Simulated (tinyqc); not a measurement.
Energy against coordination: Tersoff bond-order potential. Computed by tinyqc, a small Python program. Command: `OMP_NUM_THREADS=1 python tinyqc.py 3024597 3024598 out.jsonl tersoff walk`. One thread of a shared host (Intel(R) Xeon(R) Processor @ 2.30GHz), about 0.01 s of CPU time with the checks.

E = (1/2) sum_(i, j != i) [A exp(-lambda r_ij) - b_ij B exp(-mu r_ij)], b_ij = (1 + (beta zeta_ij)^n)^(-1/(2n)), zeta_ij = sum_(k != i, j) g(theta_ijk), g = 1 + c^2/d^2 - c^2/(d^2 + (h - cos theta)^2), with theta at atom i. Only nearest neighbours count (cut-off function 1 for them, 0 beyond).

Inputs (values chosen for the exercise, modelled on carbon):
```
quantity     value        unit
A           1394.7          eV
B           340.93          eV
lambda      3.4879  1/angstrom
mu          2.2119  1/angstrom
beta      1.57e-07           -
n           0.7281           -
c            37980           -
d            4.396           -
h          -0.5524           -
```

Method. Angles seen from one bond (cos theta: count): chain -1: 1; graphitic -1/2: 2; diamond -1/3: 3; square net 0: 2, -1: 1; simple cubic 0: 4, -1: 1; bcc 1/3: 3, -1/3: 3, -1: 1; fcc 1/2: 4, 0: 2, -1/2: 4, -1: 1. With z equal bonds of order b, r = ln(lambda A/(mu b B))/(lambda - mu) and E per atom = -(z/2) b B exp(-mu r)(1 - mu/lambda).

Relaxed structures:
```
structure      z        zeta       b  r (angstrom)  E per atom (eV)  E per bond (eV)
dimer          1           0  1.0000        1.4610          -2.4631          -4.9262
chain          2  7.6592e+05  0.8754        1.5653          -3.4237          -3.4237
graphitic      3  2.1211e+04  0.9894        1.4694          -7.1763          -4.7842
diamond        4  5.5473e+05  0.8983        1.5451          -7.3479          -3.6740
square net     4  3.0866e+06  0.7272        1.7106          -4.1252          -2.0626
simple cubic   6  5.4072e+06  0.6464        1.8029          -4.4846          -1.4949
bcc            8  1.0057e+07  0.5490        1.9309          -3.8259          -0.9565
fcc           12  1.9313e+07  0.4458        2.0941          -3.2481          -0.5414
```

What follows from these numbers?

The lowest are diamond, graphitic and simple cubic, the first two 0.172 eV apart. The bond order falls from 1 to 0.446 and the bond weakens from -4.93 to -0.54 eV, as b^(lambda/(lambda - mu)) with exponent 2.73. With the same z = 4 the square net lies 3.22 eV above diamond, from its angles alone. Caution: in bcc and other dense structures second neighbours can fall inside the usual cut-off; they are left out here.

Extremes, crossings and ranges named in words are read from the listed rows.
